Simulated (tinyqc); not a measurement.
Worked calculation: UHF in the sto-3g basis, for H3-, spin multiplicity 1. The basis has no diffuse functions, so it cannot describe the extra electron: this is an exercise in the method, not the real anion. One step of it, computed by the program tinyqc.

Problem. Iteration 1: building the Fock matrix. J_ij = sum D_kl (ij|kl) with D = D(alpha) + D(beta), K_ij = sum D_kl (ik|jl) for each spin; F = H + J - K(s); E = tr D H + tr D J / 2 - 0.5 sum_s tr D(s) K(s) + E_nn.

D(alpha) at the start, lower triangle:
```
          1H 1s      2H 1s     3H 1s
1H 1s  0.539222
2H 1s  0.122380   0.797455
3H 1s  0.335410  -0.360688  0.456534
```

D(beta) at the start, lower triangle:
```
          1H 1s      2H 1s     3H 1s
1H 1s  0.532657
2H 1s  0.339055   0.432270
3H 1s  0.113429  -0.344001  0.824457
```

core Hamiltonian H = T + V (hartree), lower triangle:
```
           1H 1s      2H 1s      3H 1s
1H 1s  -1.154394
2H 1s  -0.376409  -0.993699
3H 1s  -0.355641  -0.034855  -0.985579
```

Two-electron integrals (ij|kl) in chemists' order, unique and non-zero (hartree):
```
(11|11) 0.774606   (21|11) 0.134180   (21|21) 0.035731   (22|11) 0.342721
(22|21) 0.134180   (22|22) 0.774606   (31|11) 0.125853   (31|21) 0.021394
(31|22) 0.057800   (31|31) 0.031841   (32|11) 0.010425   (32|21) 0.002282
(32|22) 0.007305   (32|31) 0.002168   (32|32) 0.000188   (33|11) 0.335288
(33|21) 0.060401   (33|22) 0.179138   (33|31) 0.125853   (33|32) 0.007305
(33|33) 0.774606
```

nuclear repulsion = 0.86938967 hartree

Give: Coulomb J; exchange K(alpha); exchange K(beta); F(alpha); F(beta); total energy of this density.

Solution.

Coulomb J (hartree), lower triangle:
```
        1H 1s   2H 1s   3H 1s
1H 1s  1.9034
2H 1s  0.4352  1.7148
3H 1s  0.4125  0.0333  1.7304
```

exchange K(alpha) (hartree), lower triangle:
```
        1H 1s    2H 1s   3H 1s
1H 1s  0.5625
2H 1s  0.2157   0.6662
3H 1s  0.2316  -0.0156  0.4506
```

exchange K(beta) (hartree), lower triangle:
```
        1H 1s    2H 1s   3H 1s
1H 1s  0.5591
2H 1s  0.2425   0.4405
3H 1s  0.2027  -0.0136  0.6807
```

F(alpha) (hartree), lower triangle:
```
         1H 1s   2H 1s   3H 1s
1H 1s   0.1864
2H 1s  -0.1569  0.0549
3H 1s  -0.1748  0.0141  0.2941
```

F(beta) (hartree), lower triangle:
```
         1H 1s   2H 1s   3H 1s
1H 1s   0.1898
2H 1s  -0.1838  0.2806
3H 1s  -0.1459  0.0121  0.0641
```

total energy of this density = -1.189270 hartree
